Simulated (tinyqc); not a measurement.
Error of the time step: velocity overshoot from momentum and energy balance equations after a field step. Computed by tinyqc, a small Python program. Command: `OMP_NUM_THREADS=1 python tinyqc.py 3015522 3015523 out.jsonl overshoot walk`. One thread of a shared host (Intel(R) Xeon(R) Processor @ 2.30GHz), about 0.01 s of CPU time with the checks.

At t = 0 the field jumps from 0 to F in a uniform sample. v is the drift velocity and u = w - (3/2) k_B T the excess energy per carrier.

Inputs (values chosen for the exercise, modelled on electrons in silicon except for tau_E): effective mass m = 0.25 m_0; low-field mobility mu_0 = 1300 cm^2/(V s); saturation velocity v_s = 0.99 1e7 cm/s; energy relaxation time tau_E = 0.26 ps; field after the step F = 26 kV/cm; lattice temperature T = 300 K; time step dt = 7.2 fs.

Scheme: implicit in the damping.

Constants: m_0 = 9.1093837015e-31 kg; e = 1.602176634e-19 C; k_B = 8.617333262e-05 eV/K.

Method:
- dv/dt = e F/m - v/tau_m(u), du/dt = e F v - u/tau_E, tau_m(u) = tau_0/(1 + c u), tau_0 = m mu_0/e, c = mu_0/(e tau_E v_s^2); this choice gives the steady state v (1 + mu_0 F v/v_s^2) = mu_0 F, which saturates at v_s. Steady velocity v = 2 mu_0 F/(1 + sqrt(1 + 4 (mu_0 F/v_s)^2)); u = e F v tau_E; carrier temperature T + 2u/(3 k_B), neglecting the drift energy m v^2/2.
- Step: v_new = (v + dt e F/m)/(1 + dt/tau_m(u)), u_new = (u + dt e F v_new)/(1 + dt/tau_E). Start v = u = 0; the distance adds dt (v + v_new)/2.
- The peak velocity is recomputed with dt/2 and dt/4 and by an adaptive Runge-Kutta method (tolerance 1e-9).

tau_0 = 184.783 fs

acceleration e F/m = 0.0182917 1e7 cm/s per fs

c = 51.0152 1/eV

steady velocity = 0.855575 1e7 cm/s

Peak velocity:
```
step      v_peak (1e7 cm/s)  error (%)
dt                   1.3719   -0.33668
dt/2                 1.3741   -0.17343
dt/4                 1.3753   -0.09017
adaptive             1.3765    0.00000
```

What does the comparison show, and why?

The implicit scheme puts the peak 0.34 % too low; halving dt divides the error by 1.94, as a first-order method should.

Extremes, crossings and ranges named in words are read from the listed rows.
